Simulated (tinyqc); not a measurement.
Composition and strain of an epitaxial Si(1-x)Ge(x) layer from Raman and X-ray peaks: one step, computed by the program tinyqc. Command: `OMP_NUM_THREADS=1 python tinyqc.py 3023198 3023199 out.jsonl epiraman walk`. One thread of a shared host (Intel(R) Xeon(R) Processor @ 2.30GHz), about 0.01 s of CPU time with the checks.

A (001) layer, biaxially strained in the plane. The Raman peaks follow empirical lines omega = w0 + c1 x + c3 x^3 + b eps (c3 for Si-Ge alone), with eps the in-plane strain.

Task: Raman peaks. Insert x and eps in the three lines; the strain part is b eps.

Inputs (values chosen for the exercise, modelled on silicon-germanium):

| quantity | value | unit |
|---|---|---|
| Ge fraction x | 0.79 | - |
| Si-Si: w0 | 520.4 | 1/cm |
| Si-Si: c1 | -68.6 | 1/cm |
| Si-Si: strain coefficient b | -757 | 1/cm |
| Si-Ge: w0 | 400.3 | 1/cm |
| Si-Ge: c1 | 24.9 | 1/cm |
| Si-Ge: c3 | -32.3 | 1/cm |
| Si-Ge: strain coefficient b | -547 | 1/cm |
| Ge-Ge: w0 | 280.4 | 1/cm |
| Ge-Ge: c1 | 18.8 | 1/cm |
| Ge-Ge: strain coefficient b | -479 | 1/cm |

Substrate: germanium.

in-plane strain eps = 4.852914 per mille

Give: Si-Si peak; Si-Ge peak; Ge-Ge peak; strain parts.

Result:

Si-Si peak = 462.53 1/cm

Si-Ge peak = 401.39 1/cm

Ge-Ge peak = 292.93 1/cm

strain parts (1/cm): Si-Si -3.6737, Si-Ge -2.6545, Ge-Ge -2.3245

Read as unstrained, the Si-Si peak would give x = 0.844 in place of 0.79.
